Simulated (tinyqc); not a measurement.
What moves the results: band folding and unfolding in a supercell of a chain. A value that a table varies takes the place of the one given here.

A chain with hopping -t and n = 5 sites a supercell. H(K) has v_j on the diagonal, -t between neighbours and -t exp(2 pi i K) on the bond that closes the cell (from the last site to the first of the next cell). The point K holds the n wave vectors k_m = (K + m)/n of the primitive zone, in 2 pi/a, m = 0 to n - 1, with E0 = -2t cos(2 pi k_m). The unfolding weight of a state c on k_m is |sum_j c_j exp(-2 pi i k_m j)|^2/n, j = 0 to n - 1.

Inputs chosen for the exercise: t = 0.91 eV (hopping); v = (0.48, -0.48, -0.48, -0.48, 0.48) eV (site energies in the supercell); Kq = 0.4 2 pi/(n a) (wave vector in the small zone).

## Minigaps against first-order theory

Gap i lies between minibands i and i + 1, at K = 1/2 for odd i and K = 0 for even i, where k = +/- i/(2n) are degenerate; first order gives 2|V_i|, the Fourier component V_q = (1/n) sum_j v_j exp(-2 pi i q j/n) for q equal to the number of the gap. Computed for the potential at full and at half strength.

Gaps (eV):

| i | E0 at the crossing | 2\|V_i\| | gap | gap at half strength |
|---|---|---|---|---|
| 1 | -1.4724 | 0.6213 | 0.5336 | 0.2914 |
| 2 | -0.5624 | 0.2373 | 0.4031 | 0.1681 |
| 3 | 0.5624 | 0.2373 | 0.0131 | 0.0576 |
| 4 | 1.4724 | 0.6213 | 0.6550 | 0.3230 |

Halving the potential about halves gap 4, the scaling of first order; where the ratio is further from 2, higher orders count. The largest miss of first order is 224 meV, at i = 3; the potential spans 1.05 t.

## From folded lines to real minibands

The potential is scaled by x. For the lowest level at K: energy, second-order estimate E0(k_0) + x V_0 - x^2 sum_m |V_m|^2/(E0(k_m) - E0(k_0)), weight on k_0, and width of the lowest miniband between K = 0 and 1/2.

Lowest level:

| x | E (eV) | second order (eV) | weight on k_0 | miniband width (eV) |
|---|---|---|---|---|
| 0.00 | -1.5949 | -1.5949 | 1.000 | 0.3476 |
| 0.25 | -1.6424 | -1.6451 | 0.934 | 0.2781 |
| 0.50 | -1.7222 | -1.7478 | 0.834 | 0.2237 |
| 1.00 | -1.9191 | -2.1107 | 0.714 | 0.1491 |
| 1.50 | -2.1343 | -2.6835 | 0.656 | 0.1042 |
| 2.00 | -2.3572 | -3.4663 | 0.624 | 0.0762 |
| 3.00 | -2.8143 | -5.6615 | 0.589 | 0.0454 |
| 4.00 | -3.2795 | -8.6964 | 0.570 | 0.0299 |

Second order is -191.6 meV off at x = 1 and -2847 meV at x = 3. The weight on the parent k falls to 0.71 at x = 1 and 0.57 at x = 4, and the miniband narrows from 0.348 to 0.030 eV as the state gathers on the low sites. While the weight stays near one the primitive band is still the right picture and the folded copies carry little spectral weight.

## What each change does

The two lowest levels at K and the weight of the lowest on k_0. Each row changes one parameter from the base and keeps the others.

Results:

| case | level 1 (eV) | level 2 (eV) | weight |
|---|---|---|---|
| base | -1.9191 | -1.3243 | 0.7135 |
| t = 1.001 eV | -2.0695 | -1.4535 | 0.7290 |
| v = (-0.48, 0.48, 0.48, 0.48, -0.48) eV | -1.7757 | -1.0666 | 0.6709 |
| Kq = 0.3 2 pi/(n a) | -1.9633 | -1.2185 | 0.8366 |

The largest shifts from the base row, up to three for each result and ties (the steps differ in size, so this ranks the rows, not the parameters). level 1 (eV): t -0.1504, v +0.1435, Kq -0.0442. level 2 (eV): v +0.2576, t -0.1293, Kq +0.1057. weight: Kq +0.1230, v -0.0427, t +0.0155.

Program tinyqc; command `OMP_NUM_THREADS=1 python tinyqc.py 1482601 1482602 out.jsonl`; about 0.01 s on one thread of a shared Intel(R) Xeon(R) Processor @ 2.30GHz.
